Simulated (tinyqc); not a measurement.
# Double-gate transistor, scale length and short-channel effects: two studies

A body of thickness ts between two insulators of thickness ti and two tied gates. Below threshold the potential that source and drain add obeys Laplace's equation and vanishes on the gate. Its lowest mode decays along the channel as exp(-k y); k is the smallest positive root of the matching condition at the interface, and the scale length is Lambda = pi/k.

Parameters, values chosen for the exercise; permittivities: semiconductor made up, insulator close to that of silicon dioxide:

| symbol | value | unit | meaning |
|---|---|---|---|
| T | 300 | K | temperature |
| eps_r | 14.5 |  | relative permittivity of the semiconductor |
| ei | 3.95 |  | relative permittivity of the insulator |
| ti | 1.7 | nm | insulator thickness |
| ts | 4.4 | nm | body thickness |
| L | 28 | nm | channel length |
| Vbi | 0.86 | V | potential of the source |
| sT | 0.58 | V | potential of the barrier top at threshold |
| Vds | 0.5 | V | drain voltage |

Constants: q = 1.602176634e-19 C, kB = 1.380649e-23 J/K, Vt = kB T/q. Results are converted to the units shown.

Each table varies one quantity; the others keep the values above.

## Effect of the drain voltage

k is the smallest positive root of f(k) = ei cos(k ti) cos(k ts/2) - eps_r sin(k ti) sin(k ts/2). Along the channel psi(y) = s + a exp(y/l) + b exp(-y/l) with psi(0) = Vbi, psi(L) = Vbi + Vds and l = 1/k = Lambda/pi; with A = Vbi - s, B = A + Vds, x = exp(-L/l): a = (B - A x) x/(1 - x^2), b = (A - B x)/(1 - x^2). The minimum is s + 2 sqrt(a b), at y = (l/2) ln(b/a). The long-channel potential follows the gate as s = sT + (Vg - VTL)/m, and the threshold VT is the gate voltage at which the minimum equals sT. Swing = m Vt ln 10/g at threshold, g = d(minimum)/ds = 1 - (b x + a)/((1 + x) sqrt(a b)). DIBL = [VT(0.05 V) - VT(Vds)]/(Vds - 0.05 V). sT and Vbi are held fixed; m = 1.

The same in every row: Lambda (nm) = 12.66; L/Lambda = 2.211.

Effect of the drain voltage:
```
Vds (V)  VT - VTL at Vds (mV)  DIBL (mV/V)  swing (mV/decade)
0.2                    -24.28        27.92              63.60
0.35                   -27.90        26.00              63.77
0.5                    -31.13        24.52              63.96
0.65                   -34.10        23.33              64.15
0.8                    -36.85        22.34              64.34
0.95                   -39.44        21.49              64.52
1.1                    -41.89        20.76              64.70
```

What does the table show?

As Vds goes from 0.2 to 1.1 V, Lambda stays at 12.7 nm, DIBL falls from 27.9 to 20.8 mV/V and the swing rises from 63.6 to 64.7 mV a decade.

## Effect of the insulator thickness

Same model as above.

Effect of the insulator thickness:
```
ti (nm)  Lambda (nm)  L/Lambda  VT - VTL at Vds (mV)  DIBL (mV/V)  swing (mV/decade)
0.57          7.9379    3.5274               -3.6998       2.8794             60.060
0.74          8.7764    3.1904               -6.3210       4.9258             60.437
0.96          9.7736    2.8649               -10.648       8.3145             61.056
1.2           10.776    2.5983               -16.399       12.839             61.876
1.6           12.304    2.2756               -27.928       21.973             63.507
2.1           14.039    1.9945               -45.019       35.644             65.900
2.7           15.945    1.7561               -68.556       54.684             69.154
```

What does the table show?

As ti goes from 0.57 to 2.7 nm, Lambda rises from 7.94 to 15.9 nm, DIBL rises from 2.88 to 54.7 mV/V and the swing rises from 60.1 to 69.2 mV a decade. On average Lambda goes as ti^(0.45).

Program tinyqc, `OMP_NUM_THREADS=1 python tinyqc.py 2420022 2420023 out.jsonl`; Intel Xeon 2.30GHz, shared host, one thread, about 0.01 s.
